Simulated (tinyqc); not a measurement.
## A square-lattice strip 2 sites wide in a magnetic flux, recursive Green functions: transmission against energy

The device has N = 3 slices of 2 site(s), nearest-neighbour hopping -t, and site energies U; the leads are semi-infinite continuations with site energy 0 and no flux. The hopping from slice i to i + 1 inside the device carries the phase exp(2 pi i f j) on row j = 1, 2, ...: V = <i+1|H|i> = -t diag(exp(2 pi i f j)).

Transverse modes n = 1..2: chi_n(j) = sqrt(2/3) sin(pi n j/3), energy e_n = -2 t cos(pi n/3). Sigma = t^2 sum_n chi_n chi_n^T g(E - e_n), g(x) = (x - i sqrt(4 t^2 - x^2))/(2 t^2) for |x| < 2 t and (x - sign(x) sqrt(x^2 - 4 t^2))/(2 t^2) otherwise; Gamma = i (Sigma - Sigma^dagger); both leads give the same. Forward pass: g_1 = (E - H_1 - Sigma)^(-1), g_i = (E - H_i - V g_(i-1) V^dagger)^(-1), with Sigma also subtracted on the last slice; G_(i,1) = g_i V G_(i-1,1), starting from g_1. H_i is the block of slice i: its site energies on the diagonal and -t between neighbouring rows. T(E) = Tr[Gamma G_(N,1) Gamma G_(N,1)^dagger].

Inputs (values chosen for the exercise):
- t = 2.8 eV (hopping (matrix element -t))
- U = [0.97, 1.62, -0.93, 0.94, 0.81, 0.89] eV (site energies, slice by slice (2 a slice))
- f = 0.13 h/q (magnetic flux through each plaquette inside the device)

Transmission against energy:
```
E (eV),open modes,T(E),T(E) per open mode
-8.12,1,0.1796,0.1796
-6.77,1,0.8968,0.8968
-5.41,1,0.9859,0.9859
-4.06,1,0.9353,0.9353
-2.71,2,0.9997,0.4999
-1.35,2,1.491,0.7453
0,2,1.700,0.8501
1.35,2,1.847,0.9233
2.71,2,1.690,0.8448
4.06,1,0.7983,0.7983
5.41,1,0.8124,0.8124
6.77,1,0.8963,0.8963
8.12,1,0.8603,0.8603
```

Read the table: what changes, and by how much?

T(E) lies between 0.180 (E = -8.12 eV) and 1.85 (E = 1.35 eV) in these rows. The leads offer 1 to 2 open mode(s), of which the mean share 0.79 is transmitted.

Program tinyqc, `OMP_NUM_THREADS=1 python tinyqc.py 2660101 2660102 out.jsonl`; Intel Xeon 2.30GHz, shared host, one thread, about 0.02 s.
